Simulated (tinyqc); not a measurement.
# Lossy package transmission line with skin effect: line properties against frequency

A uniform line in a homogeneous dielectric: c = sqrt(er)/(c0 Z0), l = Z0 sqrt(er)/c0 (c0 = 299792458 m/s), g = w c td, w = 2 pi f. The resistance joins its limits as r = sqrt(r_dc^2 + r_hf^2), with r_dc = rho/(wd th), r_hf = kr rho/(2 delta (wd + th)), delta = sqrt(rho/(pi f mu0)), mu0 = 4 pi 1e-7 H/m; this is an interpolation, and internal inductance, up to 0.05 nH/mm at low frequency, is neglected.

gamma = sqrt((r + i w l)(g + i w c)) = alpha + i beta, Zc = sqrt((r + i w l)/(g + i w c)), roots with positive real part; loss 8.685889638 alpha in dB; phase velocity w/beta. ZL = 1/(1/RL + i w CL); reflection (ZL - Zc)/(ZL + Zc); Zin = Zc (ZL + Zc tanh(gamma len))/(Zc + ZL tanh(gamma len)); H = V_load/V_source = [Zin/(Zin + Rg)]/[cosh(gamma len) + (Zc/ZL) sinh(gamma len)].

Values chosen for this exercise: width of the strip wd = 27 um; thickness of the strip th = 12 um; resistivity rho = 2.9 uohm cm; relative permittivity er = 4.2; loss tangent td = 0.02; lossless impedance sqrt(l/c) Z0 = 60 ohm; factor for crowding and the return path kr = 1.2; length len = 2.1 mm; source resistance Rg = 10 ohm; load resistance RL = 1000 ohm; load capacitance CL = 100 fF.

Result of one run:
```
r (ohm/mm)  r/(w l)  loss (dB/mm)  |Zc| (ohm)  phase velocity over c0  length in wavelengths  |H| (dB)
0.2494      0.04839       0.02551       60.03                  0.4879                0.02871    0.1514
```

Which frequency f gave this result: 0.01, 0.03, 2, 20 or 60 GHz?

f = 2 GHz.

The whole series:
```
f (GHz)  r (ohm/mm)   r/(w l)  loss (dB/mm)  |Zc| (ohm)  phase velocity over c0  length in wavelengths  |H| (dB)
0.01        0.09101     3.531      0.004368       114.9                  0.3217               2.177e-4  -0.08809
0.03        0.09394     1.215      0.006121       75.26                  0.4322               4.863e-4  -0.08815
0.09         0.1022    0.4407      0.007577       62.72                  0.4780               0.001319  -0.08801
0.3          0.1270    0.1643       0.01029       60.39                  0.4867               0.004318  -0.08398
0.8          0.1723   0.08357       0.01545       60.10                  0.4877                0.01149  -0.05228
2            0.2494   0.04839       0.02551       60.03                  0.4879                0.02871    0.1514
7            0.4446   0.02465       0.05830       60.00                  0.4879                 0.1005     3.274
20           0.7416   0.01439        0.1283       60.00                  0.4879                 0.2871   0.03559
60            1.278  0.008267        0.3164       60.00                  0.4879                 0.8614    -7.689
```

r equals w l at 0.0368 GHz: below it |Zc| and the delay grow as in an RC line, above it |Zc| tends to Z0 = 60 ohm and the velocity to 1/sqrt(er) = 0.488 c0. The loss goes as f^(0.31) between the first two rows and f^(0.82) between the last two. |H| is -0.0881 dB in the first row and -7.69 dB in the last; between rows it can pass through resonances that the table doesn't show.

Computed by the program tinyqc: `OMP_NUM_THREADS=1 python tinyqc.py 2810153 2810154 out.jsonl`, one thread of a shared Intel Xeon 2.30GHz, about 0.01 s for the whole run.
